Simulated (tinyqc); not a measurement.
Current of a Schottky diode by thermionic-emission-diffusion theory, and its read-back from I-V-T and C-V data: one step, computed by the program tinyqc. Command: `OMP_NUM_THREADS=1 python tinyqc.py 3015604 3015605 out.jsonl schottky walk`. One thread of a shared host (Intel(R) Xeon(R) Processor @ 2.30GHz), about 0.01 s of CPU time with the checks.

Full ionisation, no tunnelling, no recombination current. V is the voltage across the junction itself, forward positive.

Task: Barrier at the given bias. N_c(T) = N_c (T/300 K)^(3/2); V_bi = phi_0 - (k_B T/e) ln(N_c(T)/N); surface field F = sqrt(2 e N (V_bi - V - k_B T/e)/(eps eps_0)); image lowering d_phi = sqrt(e F/(4 pi eps eps_0)); effective barrier phi = phi_0 - d_phi.

Inputs (values chosen for the exercise, modelled on n-type GaN):
```
quantity,value,unit
Richardson constant A*,25.5,A/(cm^2 K^2)
"effective density of states at 300 K, N_c",2.3e+18,1/cm^3
permittivity eps,9.7,-
mobility mu,1100,cm^2/(V s)
barrier without image force phi_0,1.05,eV
doping N,5.2e+16,1/cm^3
junction voltage V,0.53,V
temperature T,300,K
```

Barrier: uniform.

Constants: k_B = 8.617333262e-05 eV/K; e = 1.602176634e-19 C; eps_0 = 8.8541878128e-12 F/m.

Give: built-in voltage V_bi; surface field F; image lowering; effective barrier phi.

Result:

built-in voltage V_bi = 0.9520 V

surface field F = 87.67 kV/cm

image lowering = 36.08 meV

effective barrier phi = 1.014 eV
